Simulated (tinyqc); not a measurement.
# Finite-size error of a charged defect in a periodic cell: Madelung and Makov-Payne terms, step by step

A worked calculation. Computed by tinyqc, a small Python program that keeps every step. Command: `OMP_NUM_THREADS=1 python tinyqc.py 3003334 3003335 out.jsonl imagecharge walk`. One thread of a shared host (Intel(R) Xeon(R) Processor @ 2.30GHz), about 0.06 s of CPU time with the checks. Intermediate numbers are printed to about 6 digits and carried at full precision; extremes and crossings named in words are read from the listed rows.

L is the cube root of the cell volume. The defect charge is a Gaussian, rho(r) = q (2 pi sigma^2)^(-3/2) exp(-r^2/2 sigma^2), repeated periodically in a uniform neutralising background and screened by a continuum. The model cell energy is E(L) = E_0 + [periodic - isolated electrostatic energy].

Inputs (values chosen for the exercise, with screening close to that of GaAs):

| quantity | value | unit |
|---|---|---|
| charge q | -3 | e |
| cell length L | 18.4 | angstrom |
| dielectric constant eps | 12.8 | - |
| width sigma of the defect charge | 1.1 | angstrom |
| formation energy of the isolated defect E_0 | 3.363 | eV |

Supercell lattice: fcc. Screening: isotropic.

scatter added to the six cells, standing for numerical noise (meV): -9.5  -1.7  12  24  -14  -0.52

Constants: e^2/(4 pi eps_0) = 14.39964548 eV angstrom.

## The cell

Cell vectors: (0,1,1), (1,0,1), (1,1,0), scaled to volume L^3.

cell vectors (rows) (angstrom):
```
         1        2        3
1   0.0000  14.6041  14.6041
2  14.6041   0.0000  14.6041
3  14.6041  14.6041   0.0000
```

nearest image = 20.6533 angstrom

## Madelung energy

Ewald sum for a unit point charge: scale each Cartesian component of the cell by 1/sqrt(eps_i), giving R', G' and V'; E = [ (1/2) sum erfc(eta R')/R' + (2 pi/V') sum exp(-G'^2/4 eta^2)/G'^2 - eta/sqrt(pi) - pi/(2 V' eta^2) ] e^2/(4 pi eps_0) / sqrt(eps_x eps_y eps_z), over n_i = -6..6, omitting n = (0,0,0), eta = 2/V'^(1/3). alpha = -2 E eps_g L/(e^2/(4 pi eps_0)), eps_g = (eps_x eps_y eps_z)^(1/3).

terms for a unit charge (eV): real space 0.0004909, reciprocal 0.0042131, self -0.0689889, background -0.0240095

Madelung constant alpha = 2.88828

point-charge correction -q^2 E = 0.794650 eV

## Energy of the smeared charge in the cell

Periodic energy of the Gaussian: (2 pi q^2/V) sum_(G != 0) exp(-sigma^2 G^2)/(G.eps.G) x e^2/(4 pi eps_0), n_i = -k..k with k = max(9, L/sigma rounded up). Isolated energy: q^2/(2 sqrt(pi) sigma) <1/(n.eps.n)> e^2/(4 pi eps_0), the mean over directions n, here 1/eps.

periodic energy = 1.81420 eV

isolated energy = 2.59649 eV

finite-size error = -0.782294 eV

E(L) = 2.58071 eV

## Makov-Payne correction

Second radial moment Q = q <r^2> = 3 q sigma^2; E(corrected) = E(L) + q^2 alpha e^2/(4 pi eps_0)/(2 eps L) - 2 pi q Q e^2/(4 pi eps_0)/(3 eps L^3). Errors left are the corrected energies less E_0.

Q = -10.89 e angstrom^2

third-order term = -0.0123565 eV

error left after the first term = 0.0123565 eV

error left after both terms = 0 eV

third-order over first-order term, in size = 0.0155496

The point-charge term alone overcorrects by 0.0124 eV, 2 % of itself; both terms together are exact to 1e-7 eV, since the clouds do not overlap.

## A series of cells

Cells of the same shape with L scaled by 0.7, 0.85, 1, 1.25, 1.5 and 2; the scatter is added to E(L). The point-charge correction scales as 1/L from its value at the input L.

Scaling data:

| L (angstrom) | 1/L (1/angstrom) | E(L) (eV) | E(L) + point-charge correction (eV) |
|---|---|---|---|
| 12.88 | 0.0776398 | 2.25431 | 3.38952 |
| 15.64 | 0.0639386 | 2.44654 | 3.38142 |
| 18.40 | 0.0543478 | 2.59271 | 3.38736 |
| 23.00 | 0.0434783 | 2.75761 | 3.39333 |
| 27.60 | 0.0362319 | 2.82289 | 3.35266 |
| 36.80 | 0.0271739 | 2.96670 | 3.36402 |

## Ways to reach the isolated limit

Least-squares fits of E(L) to a + b/L, a + c/L^3 or a + b/L + c/L^3; the estimate is a, and errors are against E_0.

Estimates of E_0:

| way | estimate (eV) | error (meV) |
|---|---|---|
| largest cell, uncorrected | 2.96670 | -396.301 |
| largest cell, point-charge term | 3.36402 | 1.025 |
| 1/L fit, three smallest | 3.37779 | 14.791 |
| 1/L fit, all six | 3.34960 | -13.398 |
| 1/L^3 fit, all six | 2.90046 | -462.541 |
| 1/L and 1/L^3, three smallest | 3.53002 | 167.018 |
| 1/L and 1/L^3, all six | 3.32138 | -41.616 |
| corrected data, 1/L^3 fit | 3.36891 | 5.912 |

coefficient b of the full fit = -13.1381 eV angstrom

Best here: largest cell, point-charge term (+1.0 meV); worst: 1/L^3 fit, all six (-463 meV). The fitted b is 89.9 % of the Madelung value -q^2 alpha e^2/(8 pi eps_0 eps_g). The three-term fit to three small cells has no spare point and magnifies the scatter.

Checks made by the program: the same sum with another eta (relative difference below 1e-10); both terms against the exact model when the clouds do not overlap (relative difference below 1e-10).
